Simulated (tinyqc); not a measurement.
# Rectangular fin or nanosheet with a gate all round, subbands and threshold shift from confinement: charge and subband filling against gate voltage

Undoped body with a flat potential across it, hard walls, transport along x. Three valley pairs (g = 2 each) with the longitudinal mass along x, y or z. Non-parabolicity enters the subband edges through E (1 + al E) = gamma, so E = 2 gamma/(1 + sqrt(1 + 4 al gamma)); motion within a subband is taken as parabolic with the band-edge mass. Energies are counted from the bulk band edge.

gamma = C pi^2 [a^2/(my (t + dl)^2) + b^2/(mz (H + dl)^2)], C = hbar^2/(2 m0). Each subband has N_k = g sqrt(2 mx m0 kB T/(pi hbar^2)). With degeneracy n = sum N_k F((EF - E_k)/Vt), F(x) = (1/sqrt(pi)) int_0^infinity u^(-1/2) du/(1 + exp(u - x)); gate: Vg = EF + q n/(Cg P), P = 2 (t + H), summed over the 60 lowest subbands at most, with Vg counted from the value that would put EF at the bulk band edge of an empty body. Cq = q dn/dEF.

Parameters, values chosen for the exercise; masses close to those of silicon: temperature T = 300 K; longitudinal mass ml = 0.908 m0; transverse mass mt = 0.193 m0; non-parabolicity al = 0.5 1/eV; width (along y) t = 3.5 nm; widening of the box by penetration into the insulator dl = 0.3 nm; gate capacitance per area of interface Cg = 3.4 uF/cm^2; height (along z) H = 14 nm.

Constants: q = 1.602176634e-19 C, kB = 1.380649e-23 J/K, hbar = 1.054571817e-34 J s, m0 = 9.1093837015e-31 kg, Vt = kB T/q, hbar^2/(2 m0) = 0.0380998212 eV nm^2. Results are converted to the units shown.

Result of one run:
```
EF - E_1 (eV)	n (cm^-1)	n/P (cm^-2)	share of the lowest subband (%)	Cq/(Cg P)	total C/(Cg P)
0.06021	2.171e7	6.203e12	30.07	6.396	0.8648
```

Which gate voltage Vg gave this result: -0.11, 0.14, 0.39, 0.52 or 0.77 V?

Vg = 0.39 V.

The whole series:
```
Vg (V)	EF - E_1 (eV)	n (cm^-1)	n/P (cm^-2)	share of the lowest subband (%)	Cq/(Cg P)	total C/(Cg P)
-0.11	-0.1478	2.214e4	6.326e9	60.51	0.01151	0.01138
0.01	-0.04321	1.166e6	3.332e11	58.22	0.5610	0.3594
0.14	0.01176	6.739e6	1.925e12	47.78	2.480	0.7127
0.27	0.04138	1.419e7	4.056e12	37.21	4.461	0.8169
0.39	0.06021	2.171e7	6.203e12	30.07	6.396	0.8648
0.52	0.07568	3.022e7	8.633e12	24.69	8.481	0.8945
0.64	0.08726	3.827e7	1.093e13	21.17	10.26	0.9112
0.77	0.09799	4.713e7	1.346e13	18.37	11.97	0.9229
0.89	0.1068	5.539e7	1.582e13	16.41	13.33	0.9302
```

EF passes E_1 = 0.0375 eV at Vg = 0.103 V. The share of the lowest subband falls from 60.5 to 16.4 % and the total capacitance rises from 0.0114 to 0.930 of Cg P. Between the last two rows 7.3 % of the added gate voltage goes into raising EF. For Vg = 0.27, 0.39, 0.52, 0.64, 0.77, 0.89 the charge would bend the potential across the body by some 30 mV or more, which is left out.

tinyqc, about 0.3 s, one thread, Intel Xeon 2.30GHz (shared host): `OMP_NUM_THREADS=1 python tinyqc.py 2350158 2350159 out.jsonl`
